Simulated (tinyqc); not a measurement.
Kinetic Monte Carlo and master equation for a particle on a ring of sites with traps and bias. From one set of inputs to another, one input at a time. Computed by tinyqc, a small Python program. Command: `OMP_NUM_THREADS=1 python tinyqc.py 3018418 3018419 out.jsonl kmc ladder`. One thread of a shared host (Intel(R) Xeon(R) Processor @ 2.30GHz), about 0.01 s of CPU time with the checks.

5 sites on a ring, numbered 1 to 5. The saddle between i and i+1 lies at E0 + s b_i and site i at s eps_i; a force F tilts the landscape, with the saddle half-way.

The inputs printed are set A. Inputs not listed in the table keep their values of set A, so the rows need not describe a real material.

Inputs (values chosen for the exercise, for a model defect): reference barrier E0 = 0.78 eV; scale factor s of the disorder = 1; attempt frequency nu = 1.1 THz; temperature T = 790 K; site spacing a = 2.2 angstrom; force F along the ring = 0.00045 eV/angstrom.

Disorder: both.

site energies eps_i (eV): [-0.14, 0, 0, -0.1, -0.088]

saddle shifts b_i between sites i and i+1 (eV): [-0.083, -0.057, -0.03, 0.053, 0.055]

Constants: k_B = 8.617333262e-05 eV/K.

Method:
- Rates: k(i to i+1) = nu exp(-(E0 + s b_i - s eps_i - F a/2)/(k_B T)), k(i to i-1) = nu exp(-(E0 + s b_(i-1) - s eps_i + F a/2)/(k_B T)).
- Share right = k right/(k right + k left); mean stay = 1/(k right + k left).
- Master equation dP/dt = W P, W_(i+1,i) = k right, W_(i-1,i) = k left, columns summing to zero. The steady state is its null vector; drift v = a sum P_i (k right - k left). D = a^2 lambda''(0)/2, where lambda(q) is the leading eigenvalue of W with right hops weighted by exp(q) and left hops by exp(-q).
- The slowest relaxation rate is minus the real part of the next eigenvalue of W. 1 angstrom = 1e-8 cm.
- At zero force D0 = a^2 nu exp(-E0/(k_B T)) / [<exp(-s eps/(k_B T))> <exp(s b/(k_B T))>], with means over the ring; Einstein relation v = D0 F/(k_B T); 1 angstrom = 1e-8 cm.

Each row keeps all changes above it:
```
input moved                              from     to  diffusivity D (cm^2/s)  slowest relaxation rate (1/s)  D0 over the value without disorder
set A                                       -      -              1.3681e-09                     3.2399e+06                             0.24235
force F along the ring (eV/angstrom)  0.00045  0.022              1.7344e-09                     4.3902e+06                             0.24235
temperature T (K)                         790    380              1.5810e-15                     2.7130e+00                             0.02058
attempt frequency nu (THz)                1.1      1              1.4373e-15                     2.4664e+00                             0.02058
site spacing a (angstrom)                 2.2    3.2              4.3268e-15                     3.2630e+00                             0.02058
reference barrier E0 (eV)                0.78    0.4              4.7419e-10                     3.5760e+05                             0.02058
```

Where does the difference come from?

Diffusivity D goes from 1.37e-9 to 4.74e-10, a factor 0.347 in all. The largest single move comes from temperature T (a factor 9.12e-7), and reference barrier E0 works against it (a factor 110000). Slowest relaxation rate goes from 3.24e6 to 358000, a factor 0.110 in all. The largest single move comes from temperature T (a factor 6.18e-7), and reference barrier E0 works against it (a factor 110000). D0 over the value without disorder goes from 0.242 to 0.0206, a factor 0.0849 in all. The largest single move comes from temperature T (a factor 0.0849). The single moves hold for this order of the switches; the total does not depend on the order.

Extremes, crossings and ranges named in words are read from the listed rows.
